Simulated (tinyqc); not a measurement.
From results back to parameters: Tamm state at the end of a one-band chain. Three cases, with inputs chosen for the exercise.

Problem. The end state of a chain with hopping -t and end-site shift D has E = D + t^2/D and weight 1 - (t/D)^2 on the end site. The values below come from hidden t and D.

Find: D, t.

Method. With (t/D)^2 = 1 - w, E = D (2 - w), which gives D, and t = |D| sqrt(1 - w).

Case 1.

E = -4.184504 eV
weight = 0.814588

Solution.

D, t (eV): -3.530  1.520

Case 2.

E = -1.211111 eV
weight = 0.504801

Solution.

D, t (eV): -0.810  0.570

Case 3.

E = -5.625166 eV
weight = 0.832953

Solution.

D, t (eV): -4.820  1.970

Computed by tinyqc, one run a case: `OMP_NUM_THREADS=1 python tinyqc.py N N+1 out.jsonl` with N = 1482431, 1482577, 1482602; one thread of a shared Intel(R) Xeon(R) Processor @ 2.30GHz, about 0.01 s a run at most.
